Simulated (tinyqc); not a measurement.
Electron continuity equation in a given potential, Scharfetter-Gummel discretisation: two steps of the calculation.

Steady state in one dimension: J = q mu n E + q D dn/dx with E = -dpsi/dx and D = mu Vt, dJ/dx = q (n/tau - G), fixed densities nL and nR at the ends. The potential is given, psi = U x/L - Ub exp(-((x/L - xb)/sb)^2), and is not changed by the electrons.

Values chosen for this exercise; mobility close to that of germanium at room temperature: temperature T = 250 K; electron mobility mu = 3910 cm^2/(V s); length of the region L = 3.4 um; density at x = 0 nL = 4.7e15 cm^-3; density at x = L nR = 1.2e15 cm^-3.

Constants: q = 1.602176634e-19 C, kB = 1.380649e-23 J/K, Vt = kB T/q. Results are converted to the units shown.

Problem 1. Bernoulli factors. d_i = (psi_(i+1) - psi_i)/Vt; B(d) = d/(exp(d) - 1), B(0) = 1. The flux on interval i is J_i = (q D/h) [n_(i+1) B(d_i) - n_i B(-d_i)].

psi, node 0 to 12 (V): [0.00000000, -0.07416667, -0.14833334, -0.22250464, -0.29714686, -0.38321756, -0.52464143, -0.64687598, -0.64439786, -0.67259131, -0.74179324, -0.81583412, -0.89000000]

Give: d_i; B(d_i); B(-d_i).

Solution 1.

```
interval      d_i   B(d_i)    B(-d_i)
0         -3.4427   3.5564    0.11373
1         -3.4427   3.5564    0.11373
2         -3.4429   3.5566    0.11371
3         -3.4647   3.5766    0.11188
4         -3.9952   4.0701   0.074903
5         -6.5646   6.5739  0.0092649
6         -5.6739   5.6934   0.019554
7          0.1150  0.94359     1.0586
8         -1.3087   1.7931    0.48446
9         -3.2122   3.3470    0.13477
10        -3.4368   3.5511    0.11422
11        -3.4426   3.5564    0.11373
```

The largest |d_i| is 6.56, above 2, where central differences lose the sign pattern that keeps densities positive.

Problem 2. Densities and current. B(d_i) and B(-d_i) are the Bernoulli factors of the potential steps, b and f the diagonal and right side. Solve B(-d_(i-1)) n_(i-1) + b_i n_i + B(d_i) n_(i+1) = f_i (end values already in f), then J_i = (q D/h) [n_(i+1) B(d_i) - n_i B(-d_i)], h = L/12, D = mu Vt.

```
interval      B(d_i)       B(-d_i)
0          3.5564042    0.11373049
1          3.5564047    0.11373045
2          3.5566010    0.11371234
3          3.5766278    0.11188013
4          4.0701392   0.074903186
5          6.5738886  0.0092649378
6          5.6934460   0.019553982
7         0.94358762     1.0586172
8          1.7931497    0.48446413
9          3.3469943    0.13477375
10         3.5510593    0.11422458
11         3.5563709    0.11373356
```

```
node  diagonal b  right side f (cm^-3)
1     -3.8238489         -5.3453331e14
2     -3.8238312                     0
3     -3.8221954                     0
4     -3.8052451                     0
5     -4.2331184                     0
6     -6.7471568                     0
7     -6.9057774                     0
8     -1.5817660                     0
9     -2.0816377                     0
10    -3.6149330                     0
11    -3.8185071         -4.2676451e15
```

Give: n; J.

Solution 2.

n, node 0 to 12 (cm^-3): [4.700e15, 7.502e14, 6.563e14, 6.816e14, 7.076e14, 6.428e14, 4.059e14, 4.799e14, 3.504e15, 2.808e15, 1.239e15, 1.155e15, 1.200e15]
J, interval 0 to 11 (in units of 1e3 A/cm^2): [1.016, 1.071, 1.119, 1.169, 1.221, 1.268, 1.298, 1.333, 1.589, 1.795, 1.886, 1.970]

Range of the model: The drift velocity mu E exceeds 1e7 cm/s somewhere, where real mobilities no longer stay constant.

tinyqc, about 0.01 s, one thread, Intel Xeon 2.30GHz (shared host): `OMP_NUM_THREADS=1 python tinyqc.py 2220045 2220046 out.jsonl`
